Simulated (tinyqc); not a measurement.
# Worked calculation: surface potential of a MOS transistor: implicit equation and explicit approximations

tinyqc, about 0.01 s, one thread, Intel Xeon 2.30GHz (shared host): `OMP_NUM_THREADS=1 python tinyqc.py 2122097 2122098 out.jsonl` Printed values are rounded.

p-type body, charge-sheet picture, depletion and inversion only, full ionisation (an idealisation for deep acceptors), Boltzmann statistics (rough once Na exp(x - xn) passes about Nc/7). In units of Vt: xg = (Vg - Vfb)/Vt, x = psi/Vt, G = gamma/sqrt(Vt), xn = (2 phiF + Vc)/Vt. The implicit equation is (xg - x)^2 = G^2 [x - 1 + exp(x - xn)] for x above about 3. Cox = eps0 eox/tox.

Values chosen for this exercise; band and dielectric values close to those of 4H silicon carbide: temperature T = 250 K; band gap Eg = 3.22 eV; relative permittivity eps_r = 9.83; conduction-band density of states at T Nc = 1.29e19 cm^-3; valence-band density of states at T Nv = 1.86e19 cm^-3; relative permittivity of the gate insulator (close to silicon dioxide) eox = 3.9; insulator thickness tox = 2.6 nm; acceptor density Na = 5.7e16 cm^-3; flat-band voltage Vfb = -0.64 V; channel-body voltage Vc = 1 V; gate-body voltage Vg = 4.1 V.

Constants: q = 1.602176634e-19 C, kB = 1.380649e-23 J/K, Vt = kB T/q, eps0 = 8.8541878128e-14 F/cm where lengths are in cm. Results are converted to the units shown.

Range of the model: The electron quasi-Fermi level lies less than 2 Vt below the band edge at the surface, or above it, where degeneracy and confinement, left out, matter.

## Scales

ni = sqrt(Nc Nv) exp(-Eg/(2 Vt)), Eg in volts; phiF = Vt ln(Na/ni); gamma = sqrt(2 q eps0 eps_r Na)/Cox; VT = Vfb + Vt (xn + G sqrt(xn - 1)).

phiF = 1.48925 V
gamma = 0.0949333 V^0.5
G = 0.646789
xn = 184.674
VT = 3.52735 V
xg = 220.022

## Explicit approximation

Depletion value a = 1 + [sqrt(G^2/4 + xg - 1) - G/2]^2; inversion value b = xn + ln[(xg - xn)^2/G^2 - xn + 1] and first guess y = min(a, b) - ln(1 + exp(-|a - b|)) if a > xn + 1, else b = y = a; one second-order correction with D = exp(y - xn), p = 2 (xg - y) + G^2 (1 + D), w = (xg - y)^2 - G^2 (y - 1 + D): z = y + 2 w/(p + sqrt(p^2 - 2 (2 - G^2 D) w)), or the Newton step z = y + w/p where the root is not real.

a = 210.656
b = 192.613
y = 192.613
p = 1227.82
w = -501.505
z = 192.057

The root of the implicit equation is x = 192.097; y misses it by 0.52 and z by -0.040, in units of Vt.

## Starting value

x = y rounded to two decimals.

x at the start = 192.610

## Iteration 1: new x

D = exp(x - xn), f = (xg - x)^2 - G^2 (x - 1 + D), f' = -2 (xg - x) - G^2 (1 + D), x(new) = x - f/f'.

D = 2794.84
f = -497.939
f' = -1224.42
x after iteration 1 = 192.203

## Iteration 2: new x

As before.

D = 1860.98
f = -84.6410
f' = -834.569
x after iteration 2 = 192.102

## Iteration 3: new x

As before.

D = 1681.50
f = -3.86153
f' = -759.687
x after iteration 3 = 192.097

## Course of the iteration

Stop when the step is below 1e-11, or after 60 iterations.

Course of the iteration:
```
iteration  x before the step       step
1                    192.610     -0.407
2                    192.203     -0.101
3                    192.102   -5.08e-3
4                    192.097   -1.20e-5
5                    192.097  -6.61e-11
6                    192.097          0
```

Converged in 6 iterations.

## Potential, charges and gate control

converged x = 192.097

psi = Vt x; N_dep = Cox Vt G sqrt(x - 1)/q; N_inv = (Cox Vt G/q) [sqrt(x - 1 + exp(x - xn)) - sqrt(x - 1)]; dpsi/dVg = 1/[1 + G^2 (1 + exp(x - xn))/(2 (xg - x))].

psi = 4.13841 V
N_dep = 1.59673e12 cm^-2
N_inv = 3.3902e12 cm^-2
dpsi/dVg = 0.0738633

psi lies 7.4 Vt above 2 phiF + Vc.
